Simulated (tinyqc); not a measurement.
Phonon transmission through an interface between two chains by Green functions: one step, computed by the program tinyqc.

Two semi-infinite chains (masses m_1, m_2; springs k_1, k_2), motion along the chain. The central region holds the end atom of each chain and two interlayer atoms of mass m_b, joined by springs k_b. lambda = omega^2 in eV/(angstrom^2 u); nu = 15.6333042 THz x sqrt(lambda).

Question. Self-energies and the matrix at the probe frequency. In chain i, sin(q_i a/2) = nu/nu_max,i. An outgoing wave makes the next atom move as exp(i q_i a) times the end atom, so the lead adds the self-energy Sigma_i = -k_i exp(i q_i a) to the force-constant matrix; Gamma_i = -2 Im Sigma_i = 2 k_i sin(q_i a). A = lambda M - K - Sigma over the central atoms, with K_ii the sum of the springs at i, K_(i,i+1) = -k_b; G = inverse of A; transmission = Gamma_1 Gamma_2 |G_(first,last)|^2.

Inputs (values chosen for the exercise, for two model chains): mass m_1 = 14 u; spring k_1 = 6.94 eV/angstrom^2; mass m_2 = 14.3 u; spring k_2 = 9.58 eV/angstrom^2; junction spring k_b = 11.2 eV/angstrom^2; interlayer mass m_b = 19 u.

Atoms in the interlayer: two.

probe frequency = 15.84999 THz

band top of chain 1 = 22.01387 THz

band top of chain 2 = 25.59149 THz

Constants: nu for 1 eV/(angstrom^2 u) = 15.6333042 THz.

Give: q_1 a; q_2 a; Gamma_1; Gamma_2; A (complex symmetric).

Answer.

q_1 a = 1.608 rad

q_2 a = 1.336 rad

Gamma_1 = 13.87 eV/angstrom^2

Gamma_2 = 18.63 eV/angstrom^2

A (complex symmetric) (eV/angstrom^2), rows end of 1, layer 1, layer 2, end of 2:
$$\begin{pmatrix}
-4.00+6.94i & 11.20 & 0.00 & 0.00 \\
11.20 & -2.87 & 11.20 & 0.00 \\
0.00 & 11.20 & -2.87 & 11.20 \\
0.00 & 0.00 & 11.20 & -3.85+9.32i
\end{pmatrix}$$
